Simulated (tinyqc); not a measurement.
Resistance of a source-drain extension with a graded tip: effect of the gate overdrive.

y runs along the channel, the gate covers y > 0. The doping is N0 for y < y0 and N0 10^(-(y - y0)/la) beyond, uniform over the depth xj. Sheet conductance s(y) = q mu(N) max(N - Nch, 0) xj + (for y > 0) ma Cox Vo, with mu(N) = u0 + (u1 - u0)/(1 + (N/Nr)^au) and Cox = eps0 eox/tox. Current is taken as one-dimensional; depletion of the tip, spreading and the contact are left out. The metallurgical junction lies at yj, where N = Nch.

R_spacer = integral of dy/s from -Ls to 0, R_ov from 0 to yj, R_channel = (Lg - 2 yj)/(ma Cox Vo), R_total = 2 R_spacer + 2 R_ov + R_channel. Electrical length L_eff = ma Cox dR_total/d(1/Vo); R_series = R_total - L_eff/(ma Cox Vo).

Inputs (values chosen for the exercise); mobility law close to that of electrons in silicon:
- eox = 3.9 (relative permittivity of the gate insulator (close to silicon dioxide))
- tox = 1.1 nm (insulator thickness)
- N0 = 1.3e20 cm^-3 (active doping of the extension far from the gate)
- la = 3.1 nm/decade (lateral abruptness)
- y0 = 4.3 nm (position under the gate where the fall begins (gate edge at 0))
- xj = 30 nm (depth of the extension)
- Nch = 3.6e17 cm^-3 (channel doping)
- Ls = 13 nm (spacer length)
- ma = 220 cm^2/(V s) (mobility of the gate-induced layer)
- u1 = 1414 cm^2/(V s) (mobility at low doping)
- u0 = 68.5 cm^2/(V s) (mobility at high doping)
- Nr = 9.2e16 cm^-3 (reference doping)
- au = 0.711 (exponent)
- Lg = 45 nm (gate length)

Constants: q = 1.602176634e-19 C, eps0 = 8.8541878128e-14 F/cm where lengths are in cm. Results are converted to the units shown.

The same in every row: yj (nm) = 12.23; R_spacer (ohm um) = 2.738.

Results:
```
Vo (V),R_ov (ohm um),R_channel (ohm um),R_total (ohm um),L_eff (nm),R_series (ohm um)
0.15,22.90,198.3,249.6,22.87,28.80
0.3,15.92,99.15,136.5,24.22,19.55
0.6,10.58,49.57,76.22,25.97,13.55
0.75,9.201,39.66,63.54,26.60,12.18
0.9,8.184,33.05,54.89,27.15,11.21
1.05,7.398,28.33,48.60,27.63,10.50
1.2,6.770,24.79,43.80,28.05,9.952
```

Estimate the missing row, Vo = 0.45 V.

Computed row:
```
Vo (V),R_ov (ohm um),R_channel (ohm um),R_total (ohm um),L_eff (nm),R_series (ohm um)
0.45,12.60,66.10,96.78,25.20,15.70
```

With this row back in the table: As Vo goes from 0.15 to 1.2, R_total falls from 250 to 43.8 ohm um, L_eff rises from 22.9 to 28.1 nm and R_series falls from 28.8 to 9.95 ohm um. Both extracted quantities depend on the overdrive at which they are taken.

tinyqc, about 0.03 s, one thread, Intel Xeon 2.30GHz (shared host): `OMP_NUM_THREADS=1 python tinyqc.py 2282056 2282057 out.jsonl`
